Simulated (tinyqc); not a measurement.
Worked calculation: CCD on RHF in the 6-31g basis, for H2, spin multiplicity 1. One step of it, computed by the program tinyqc.

Problem. Iteration 8 (converged): orbitals. Diagonalise F' = X^T F X, C = X C', fill 1 alpha and 1 beta electrons from the bottom; D = 2 C_occ C_occ^T. Each column has its largest component positive (the first on a tie).

converged F (hartree), lower triangle:
```
           1H 1s      1H 2s      2H 1s      2H 2s
1H 1s  -0.015151
1H 2s  -0.495041  -0.336268
2H 1s  -0.539427  -0.500924  -0.015151
2H 2s  -0.500924  -0.375122  -0.495041  -0.336268
```

X:
```
               1          2          3         4
1H 1s  -0.712501   0.800616   0.842121  0.270677
1H 2s   2.080070  -0.669076   0.288458  0.323892
2H 1s   0.712501   0.800616  -0.842121  0.270677
2H 2s  -2.080070  -0.669076  -0.288458  0.323892
```

Give: F' = X^T F X; orbital energies; coefficients C; D after iteration 8.

Solution.

F' = X^T F X (hartree), lower triangle:
```
        1       2      3       4
1   0.834
2   0.000   0.786
3  -0.564   0.000  0.756
4   0.000  -0.088  0.000  -0.580
```

orbital energies (hartree): MO1 -0.585, MO2 0.229, MO3 0.792, MO4 1.360

coefficients C:
```
         MO1     MO2     MO3     MO4
1H 1s  0.321   0.129   0.782  -1.095
1H 2s  0.280   1.630  -0.688   1.324
2H 1s  0.321  -0.129   0.782   1.095
2H 2s  0.280  -1.630  -0.688  -1.324
```

D after iteration 8, lower triangle:
```
       1H 1s  1H 2s  2H 1s  2H 2s
1H 1s  0.206
1H 2s  0.180  0.157
2H 1s  0.206  0.180  0.206
2H 2s  0.180  0.157  0.180  0.157
```
